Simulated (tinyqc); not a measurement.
Transfer curve: field-effect mobility of a thin-film transistor with band-tail and deep states (multiple trapping). Computed by tinyqc, a small Python program. Command: `OMP_NUM_THREADS=1 python tinyqc.py 3029458 3029459 out.jsonl tft walk`. One thread of a shared host (Intel(R) Xeon(R) Processor @ 2.30GHz), about 0.06 s of CPU time with the checks.

A thick film in accumulation at small drain voltage. Only free electrons move; trapped ones still screen the gate. N_c and mu_0 are held fixed when T changes, leaving out the T^(3/2) growth of N_c. x = E_0 - psi is the distance of the Fermi level below the band edge.

Inputs (values chosen for the exercise, modelled on nanocrystalline ZnO):
```
quantity                                     value         unit
permittivity eps                               8.5            -
effective density of states N_c            4.1e+18       1/cm^3
band mobility mu_0                              44   cm^2/(V s)
tail density at the edge g_t               6.3e+19  1/(eV cm^3)
tail width E_t                                  63          meV
deep-state density g_d                     1.2e+16  1/(eV cm^3)
flat-band Fermi level below the edge, E_0     0.54           eV
equivalent oxide thickness t                    87           nm
temperature T                                  350            K
```

Deep states: included.

Constants: k_B = 8.617333262e-05 eV/K; e = 1.602176634e-19 C; eps_0 = 8.8541878128e-12 F/m.

Method:
- F_j(eta) = int_0^infinity x^j/(1 + exp(x - eta)) dx, without a gamma-function factor.
- Integrals over x = E/(k_B T) use 160 Gauss-Legendre points in u = sqrt(x) from 0 to sqrt(max(eta, 0) + 32).
- Free n(x) = N_c (2/sqrt(pi)) F_1/2(-x/k_B T), with F_1/2 from its two-term series in exp(-x/k_B T) for x >= 12 k_B T; tail n_t(x) = int_0^1.2eV g_t exp(-E/E_t)/(1 + exp((x - E)/k_B T)) dE, E counted down from the edge, 120 Gauss-Legendre points; deep charge g_d psi; space charge rho(psi) = n + n_t + g_d psi less its value at psi = 0.
- Poisson: F(psi) = sqrt((2 e/(eps eps_0)) int_0^psi rho dpsi'); V_G - V_FB = psi_s + eps F(psi_s) t/3.9; free sheet density N_f = int (n - n(E_0))/F dpsi; induced sheet density N_i = eps eps_0 F(psi_s)/e; trapezoid rule on 301 even points in psi, the first interval left out of N_f.
- mu_eff = mu_0 N_f/N_i; field-effect mobility mu_FE = mu_0 e (dN_f/dV_G)/C_ox and swing S = dV_G/dlog10(N_f), by a central difference of +/- 2 mV in psi_s; C_ox = 3.9 eps_0/t.

Against the band bending:
```
psi_s (V)  V_G - V_FB (V)  N_f (1/cm^2)  mu_eff (cm^2/(V s))  mu_FE (cm^2/(V s))  S (mV/decade)
0.19                0.651    6.4617e+07           2.4906e-02          5.4245e-02            487
0.27                1.166    4.5295e+08           8.9742e-02          2.4279e-01            763
0.33                1.776    2.0262e+09           2.4880e-01          7.2487e-01           1144
0.39                2.716    9.1653e+09           6.9982e-01          2.1107e+00           1777
0.43                3.625    2.5058e+10           1.3931e+00          4.2329e+00           2422
0.48                5.240    8.6942e+10           3.2440e+00          9.6862e+00           3672
0.51                6.568    1.7927e+11           5.2560e+00          1.5072e+01           4866
0.55                8.916    4.3895e+11           9.3188e+00          2.3832e+01           7533
0.59               12.082    9.3747e+11           1.4488e+01          3.1299e+01          12249
```

What follows from these numbers?

The steepest swing among the rows is 487 mV/decade. mu_eff climbs from 0.025 to 14, 33 % of mu_0 in the last row. Between rows 6 and 7 N_f scales as (V_G - V_FB - psi_s)^3.00; an exponential tail holding all the charge would give the larger of 1 and 2 E_t/k_B T - 1, here 3.18, and free charge alone 1; charge in deep states makes the exponent larger and lets it vary with V_G.
